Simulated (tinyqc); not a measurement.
# Thin-film resistivity, exact integral against the thick limit

Fuchs-Sondheimer for a film of thickness d, k = d/lam: rho0/rho = 1 - (3 (1 - ps)/(2 k)) int_1^infinity (t^-3 - t^-5)(1 - exp(-k t))/(1 - ps exp(-k t)) dt; thick limit rho/rho0 = 1 + 3 (1 - ps)/(8 k).

Inputs (values chosen for the exercise); metal values close to those of aluminium: bulk resistivity rho0 = 2.68 uohm cm; bulk mean free path lam = 19.4 nm; specular share of surface scattering ps = 0.

Results:
```
d (nm)         k  rho/rho0, exact  thick limit  error of the limit (%)  rho (uohm cm)
0.97    0.050000           7.7277       8.5000                    9.99         20.710
1.9     0.097938           4.8483       4.8289                  -0.398         12.993
3.6      0.18557           3.2363       3.0208                   -6.66         8.6733
14       0.72165           1.6425       1.5196                   -7.48         4.4019
27        1.3918           1.3269       1.2694                   -4.33         3.5561
52        2.6804           1.1601       1.1399                   -1.74         3.1090
100       5.1546           1.0784       1.0728                  -0.525         2.8901
190       9.7938           1.0398       1.0383                  -0.147         2.7867
```

Estimate the missing row, d = 7.1 nm.

Computed row:
```
d (nm)        k  rho/rho0, exact  thick limit  error of the limit (%)  rho (uohm cm)
7.1     0.36598           2.2244       2.0246                   -8.98         5.9615
```

With this row back in the table: rho/rho0 falls from 7.73 to 1.04. The error of the thick limit goes from 10 through a minimum of -9.0 (at d = 7.1 nm among the rows listed) to -0.15 %; it stays within 5 % for k of 1.392 and above among the rows listed. The change of sign at small k is a crossing of two different laws, not agreement.

tinyqc, about 0.01 s, one thread, Intel Xeon 2.30GHz (shared host): `OMP_NUM_THREADS=1 python tinyqc.py 2100122 2100123 out.jsonl`
